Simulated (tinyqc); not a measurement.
What moves the optical response: interband optics of a two-band s-p chain from momentum matrix elements.

H(k) = [[Es - 2 ts cos ka, 2i V sin ka], [-2i V sin ka, Ep_ + 2 tp cos ka]] in the basis s, p; the lower band is full, with two electrons a cell. The velocity operator times hbar is W = dH/dk (eV angstrom); intra-atomic dipoles are left out.

With w(k) = |<c|W|v>|^2 and D(k) = Ec - Ev, on the mesh k_j = (j + 1/2)/N (2 pi/a): eps(E) = 1 + (8 pi e2/(a Ar)) mean_j (w/D^2) [1/(D - E - i eta) + 1/(D + E + i eta)], e2 = e^2/(4 pi eps0); light polarised along the chains, no local fields.

Constants: e^2/(4 pi eps0) = 14.39964547 eV angstrom; hbar^2/2m0 = 3.80998211 eV angstrom^2.

Values chosen for the exercise: a = 2.57 angstrom (period); Es = 2.15 eV (upper orbital (s)); Ep_ = -2.38 eV (lower orbital (p)); ts = 0.38 eV (s-s hopping); tp = 0.61 eV (p-p hopping); V = 1.05 eV (s-p hopping); Ar = 11 angstrom^2 (cross-section per chain).

Mesh of 400 points; n_eff = 2 mean(w/(c D)), c = hbar^2/2m0.

Results for these values:
```
case  smallest D (eV)  largest D (eV)  n_eff  eps(0)
base            2.550           6.635  1.413   6.130
```

What happens to each result for Ar = 12.1 angstrom^2, all else kept?

Answer: smallest D does not change at the printed digits; largest D does not change at the printed digits; n_eff does not change at the printed digits; eps(0) falls from 6.130 to 5.664.

The same for each parameter in turn:
```
case                  smallest D (eV)  largest D (eV)  n_eff  eps(0)
base                            2.550           6.635  1.413   6.130
a = 2.699 angstrom              2.550           6.635  1.559   6.388
Es = 2.45 eV                    2.850           6.902  1.349   5.053
ts = 0.456 eV                   2.398           6.729  1.429   6.709
V = 1.155 eV                    2.550           6.818  1.640   6.863
Ar = 12.1 angstrom^2            2.550           6.635  1.413   5.664
```

(tinyqc, `OMP_NUM_THREADS=1 python tinyqc.py 1680511 1680512 out.jsonl`, Intel(R) Xeon(R) Processor @ 2.30GHz, 1 thread, shared host, about 0.01 s.)
